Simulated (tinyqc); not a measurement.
Hall effect and magnetoresistance of several carrier groups with constant relaxation times: one step, computed by the program tinyqc. Command: `OMP_NUM_THREADS=1 python tinyqc.py 3019063 3019064 out.jsonl hall2 walk`. One thread of a shared host (Intel(R) Xeon(R) Processor @ 2.30GHz), about 0.01 s of CPU time with the checks.

Group 1 has charge +e and group 2 charge +e; s_i is that sign. B lies along z; mu B is formed with mu in m^2/(V s).

Question. Conductivity of each group. sigma_xx = sum n_i e mu_i/(1 + mu_i^2 B^2); sigma_xy = sum s_i n_i e mu_i^2 B/(1 + mu_i^2 B^2).

Inputs (values chosen for the exercise, for a model conductor):

| quantity | value | unit |
|---|---|---|
| density n1 | 5.4e+13 | 1/cm^2 |
| mobility mu1 | 3000 | cm^2/(V s) |
| density n2 | 6.3e+14 | 1/cm^2 |
| mobility mu2 | 530 | cm^2/(V s) |
| magnetic field B | 0.32 | T |

Carriers: light and heavy holes. Densities: per area (a thin layer).

Constants: e = 1.602176634e-19 C.

Give: Parts (S); sigma_xx; sigma_xy; sigma at B = 0.

Answer.

Parts (S):

| group | mu B | sigma_xx | sigma_xy |
|---|---|---|---|
| group 1 | 0.096 | 0.02572 | 0.002469 |
| group 2 | 0.01696 | 0.05348 | 9.070e-04 |

sigma_xx = 0.07920 S

sigma_xy = 0.003376 S

sigma at B = 0 = 0.07945 S
